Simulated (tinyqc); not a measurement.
Speciation in dilute and buffered hydrofluoric acid, oxide etch rate and bath loading: one step, computed by the program tinyqc.

Concentrations stand for activities, NH4+ and Cl- are spectators, and water ionisation is neglected. H, F and HF2 denote the ions H+, F- and HF2-. The base temperature is 298 K.

Problem. One trial. Fluoride balance: [HF] + [F] + 2 [HF2] + 2 [H2F2] = HF added + NH4F added. Acid balance: [H] + [HF] + [HF2] + 2 [H2F2] = HF added + HCl added. For a trial [H], [HF] = [H][F]/K1, and the fluoride balance is a quadratic in [F]. Take pH = 3. The residual is the left side of the acid balance less the right.

Inputs (values chosen for the exercise, of the order of those for thermal oxide at room temperature):
```
quantity,value,unit
HF added,1.3,mol/L
NH4F added,3.5,mol/L
HCl added,0,mol/L
K1 = [H][F]/[HF],0.00064,mol/L
K2 = [HF2]/([HF][F]),4.01,L/mol
K3 = [H2F2]/[HF]^2,0,L/mol
```

Give: [F]; [HF]; [HF2]; [H2F2]; residual.

Solution.

[F] = 0.52505 mol/L

[HF] = 0.82039 mol/L

[HF2] = 1.7273 mol/L

[H2F2] = 0 mol/L

residual = 1.2487 mol/L

The residual is positive: the trial holds too much acid, so the pH lies above 3.
